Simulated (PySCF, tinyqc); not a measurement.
CISD on RHF in the sto-3g basis, for H3+, spin multiplicity 1, step by step. The lowest restricted solution is unstable here: a spin-polarised one lies 0.0002 hartree lower (PySCF). Computed by tinyqc, a small Python program that keeps every step (integrals from PySCF). Settings: charge = 1, multiplicity = 1, basis = sto-3g, method = RHF, energy threshold = 1e-10, iteration cap = 76, orthogonalisation = canonical, start = atomic densities, DIIS depth = 6, ci = CISD. Command: `OMP_NUM_THREADS=1 python tinyqc.py 20418 20419 out.jsonl` (the two numbers bound the seeds that draw the settings). One thread of a shared host (Intel(R) Xeon(R) Processor @ 2.60GHz), about 0.1 s of CPU time with the checks. Later iterations appear only in the table of the cycle.

## One-electron integrals

Geometry (angstrom):
```
atom       x       y       z
H     0.0000  0.0000  0.0000
H     0.0000  0.0000  1.5650
H     0.0000  1.3550  0.7820
```

Basis sto-3g: exponents (1/bohr^2) and contraction coefficients of normalised primitives:
```
element  l (shell)  exponent  coefficient
H            s (1)    3.4253       0.1543
H            s (1)    0.6239       0.5353
H            s (1)    0.1689       0.4446
```

Overlap, kinetic and nuclear-attraction integrals over the contracted functions; the nuclear repulsion is the sum of Za Zb / Rab.

nuclear repulsion = 1.014521 hartree

overlap S, lower triangle:
```
        1H 1s   2H 1s   3H 1s
1H 1s  1.0000
2H 1s  0.2338  1.0000
3H 1s  0.2340  0.2338  1.0000
```

kinetic energy T (hartree), lower triangle:
```
        1H 1s   2H 1s   3H 1s
1H 1s  0.7600
2H 1s  0.0047  0.7600
3H 1s  0.0047  0.0047  0.7600
```

nuclear attraction V (hartree), lower triangle:
```
         1H 1s    2H 1s    3H 1s
1H 1s  -1.9009
2H 1s  -0.3835  -1.9008
3H 1s  -0.3839  -0.3836  -1.9009
```

core Hamiltonian H = T + V (hartree), lower triangle:
```
         1H 1s    2H 1s    3H 1s
1H 1s  -1.1409
2H 1s  -0.3789  -1.1408
3H 1s  -0.3792  -0.3789  -1.1409
```

## Two-electron integrals

Functions are numbered as in S; the eight-fold symmetry (ij|kl) = (ji|kl) = (kl|ij) leaves the list below.

Two-electron integrals (ij|kl) in chemists' order, unique and non-zero (hartree):
```
(11|11) 0.7746   (21|11) 0.1231   (21|21) 0.0306   (22|11) 0.3328
(22|21) 0.1231   (22|22) 0.7746   (31|11) 0.1232   (31|21) 0.0256
(31|22) 0.0848   (31|31) 0.0306   (32|11) 0.0847   (32|21) 0.0256
(32|22) 0.1231   (32|31) 0.0256   (32|32) 0.0306   (33|11) 0.3329
(33|21) 0.0847   (33|22) 0.3328   (33|31) 0.1232   (33|32) 0.1231
(33|33) 0.7746
```

## Orthogonalisation

S = U s U^T; canonical form X = U s^(-1/2), so that X^T S X = 1. Each column of U has its largest component positive (the first on a tie).

eigenvalues of S: 0.7660  0.7663  1.4677

X:
```
             1        2       3
1H 1s  -0.7937  -0.4900  0.4766
2H 1s  -0.0276   0.9324  0.4765
3H 1s   0.8213  -0.4422  0.4766
```

## Starting guess

The start is atomic minimal-basis densities projected into this basis (PySCF's MINAO start) and scaled to the electron count of each spin; this density is not idempotent, so its energy is not variational and may lie below the converged one.

D at the start, lower triangle:
```
        1H 1s   2H 1s   3H 1s
1H 1s  0.6455
2H 1s  0.0452  0.6455
3H 1s  0.0452  0.0452  0.6455
```

## Iteration 1: building the Fock matrix

J_ij = sum D_kl (ij|kl), K_ij = sum D_kl (ik|jl); F = H + J - 0.5 K; E = tr D H + tr D J / 2 - 0.25 tr D K + E_nn.

Coulomb J (hartree), lower triangle:
```
        1H 1s   2H 1s   3H 1s
1H 1s  0.9596
2H 1s  0.2210  0.9596
3H 1s  0.2212  0.2210  0.9596
```

exchange K (hartree), lower triangle:
```
        1H 1s   2H 1s   3H 1s
1H 1s  0.5641
2H 1s  0.2018  0.5641
3H 1s  0.2020  0.2018  0.5641
```

Fock matrix F (hartree), lower triangle:
```
         1H 1s    2H 1s    3H 1s
1H 1s  -0.4633
2H 1s  -0.2588  -0.4633
3H 1s  -0.2590  -0.2588  -0.4633
```

total energy of this density = -0.625310 hartree

This density is the starting one; it is not idempotent, so its energy is not variational and may lie below the converged one.

## Iteration 1: diagonalisation and new density

Diagonalise F' = X^T F X, C = X C', fill 1 alpha and 1 beta electrons from the bottom; D = 2 C_occ C_occ^T. Each column has its largest component positive (the first on a tie).

F' = X^T F X (hartree), lower triangle:
```
         1        2        3
1  -0.2667
2   0.0000  -0.2669
3   0.0000   0.0000  -0.6684
```

orbital energies (hartree): MO1 -0.6684, MO2 -0.2669, MO3 -0.2667

coefficients C:
```
          MO1      MO2      MO3
1H 1s  0.4766  -0.4900  -0.7937
2H 1s  0.4764   0.9324  -0.0276
3H 1s  0.4766  -0.4421   0.8213
```

D after iteration 1, lower triangle:
```
        1H 1s   2H 1s   3H 1s
1H 1s  0.4543
2H 1s  0.4542  0.4540
3H 1s  0.4544  0.4542  0.4544
```

## Iteration 6 (converged): orbitals

converged F (hartree), lower triangle:
```
         1H 1s    2H 1s    3H 1s
1H 1s  -0.4993
2H 1s  -0.3487  -0.4992
3H 1s  -0.3489  -0.3487  -0.4993
```

As before.

F' = X^T F X (hartree), lower triangle:
```
         1        2        3
1  -0.1964
2   0.0000  -0.1966
3   0.0000   0.0000  -0.8154
```

orbital energies (hartree): MO1 -0.8154, MO2 -0.1966, MO3 -0.1964

coefficients C:
```
          MO1      MO2      MO3
1H 1s  0.4766  -0.4900  -0.7937
2H 1s  0.4765   0.9324  -0.0276
3H 1s  0.4766  -0.4422   0.8213
```

D after iteration 6, lower triangle:
```
        1H 1s   2H 1s   3H 1s
1H 1s  0.4543
2H 1s  0.4542  0.4541
3H 1s  0.4543  0.4542  0.4543
```

## Convergence

Stop when the energy changes by less than 1e-10 hartree and every element of the error matrix X^T (F D S - S D F) X is below 3e-06.

Course of the cycle:
```
iteration  E (hartree)     change  largest element of the error matrix
1            -0.625310          -                             1.82e-05
2            -1.094649  -4.69e-01                             6.86e-05
3            -1.094649  -1.91e-09                             4.90e-05
4            -1.094649  -1.99e-09                             1.39e-06
5            -1.094649   5.92e-12                             3.01e-06
6            -1.094649  -4.57e-12                             1.89e-06
```

PySCF RHF in the same basis = -1.094649 hartree

Converged in 6 iterations.

## Populations, bond orders and dipole

Mulliken: Z minus the diagonal of D S on the atom; Loewdin: the same with S^(1/2) D S^(1/2); Mayer order: 2 sum_s sum (D(s) S)_ij (D(s) S)_ji over the two atoms.

Charges (e):
```
atom  Mulliken  Loewdin
1H      0.3332   0.3332
2H      0.3335   0.3335
3H      0.3332   0.3332
```

Mayer bond orders:
```
pair   order
2-1   0.4444
3-1   0.4446
3-2   0.4444
```

dipole moment about the origin, x y z (debye): 0.0000  2.1687  3.7588

## Integrals over molecular orbitals

(pq|rs) = sum C_ip C_jq C_kr C_ls (ij|kl), one index at a time.

one-electron integrals over orbitals h = C^T H C (hartree), lower triangle:
```
         1        2        3
1  -1.2938
2   0.0001  -0.9945
3   0.0000   0.0000  -0.9944
```

Two-electron integrals over orbitals (pq|rs), unique and non-zero (hartree):
```
(11|11) 0.4784      (21|11) -5.05e-05   (21|21) 0.1552      (22|11) 0.4765
(22|21) 0.1137      (22|22) 0.5760      (31|11) 4.50e-06    (31|22) -0.0101
(31|31) 0.1552      (32|21) -0.0101     (32|22) -6.18e-06   (32|31) -0.1137
(32|32) 0.0875      (33|11) 0.4766      (33|21) -0.1137     (33|22) 0.4008
(33|31) 0.0101      (33|32) 6.18e-06    (33|33) 0.5760
```

## CISD: determinants and Hamiltonian

Hartree-Fock energy = -1.094649 hartree

Slater-Condon rules over spin orbitals, with the nuclear repulsion added and E(HF) subtracted on the diagonal.

Occupation strings over the orbitals (2 doubly, a alpha, b beta, 0 empty; spin orbitals ordered 1a 1b 2a 2b ...): 200 ab0 a0b ba0 b0a 020 0ab 0ba 002

H - E(HF) between determinants (hartree), lower triangle:
```
        200      ab0      a0b      ba0      b0a     020      0ab     0ba
200  0.0000
ab0  0.0000   0.2975
a0b  0.0000   0.0000   0.2976
ba0  0.0000  -0.1552   0.0000   0.2975
b0a  0.0000   0.0000  -0.1552   0.0000   0.2976
020  0.1552   0.1138  -0.0101  -0.1138   0.0101  0.6962
0ab  0.0000  -0.0101  -0.1137   0.0101   0.1137  0.0000   0.5211
0ba  0.0000   0.0101   0.1137  -0.0101  -0.1137  0.0000  -0.0875  0.5211
002  0.1552  -0.1137   0.0101   0.1137  -0.0101  0.0875   0.0000  0.0000

        002
002  0.6964
```

## CISD: roots

Diagonalise (each vector has its largest component positive (the first on a tie)); all determinants have Ms = 0, so triplets appear too. The lowest singlet root is the correlation energy.

lowest roots of this matrix, relative to E(HF) (hartree): -0.0573  0.1423  0.1424  0.2894  0.2896  0.4336  0.7719  0.7720

lowest vectors:
```
      root 1  root 2  root 3   root 4
200   0.9676  0.0000  0.0000  -0.0001
ab0   0.0000  0.7071  0.0000   0.5752
a0b   0.0000  0.0000  0.7071   0.0000
ba0   0.0000  0.7071  0.0000  -0.5752
b0a   0.0000  0.0000  0.7071   0.0000
020  -0.1785  0.0000  0.0000  -0.4098
0ab   0.0000  0.0000  0.0000   0.0365
0ba   0.0000  0.0000  0.0000  -0.0365
002  -0.1785  0.0000  0.0000   0.4095
```

<S^2> of these roots: 0.0000  2.0000  2.0000  0.0000  0.0000  2.0000  0.0000  0.0000

weight of the ground state by excitation level 0, 1, 2, ...: 0.9363  0.0000  0.0637
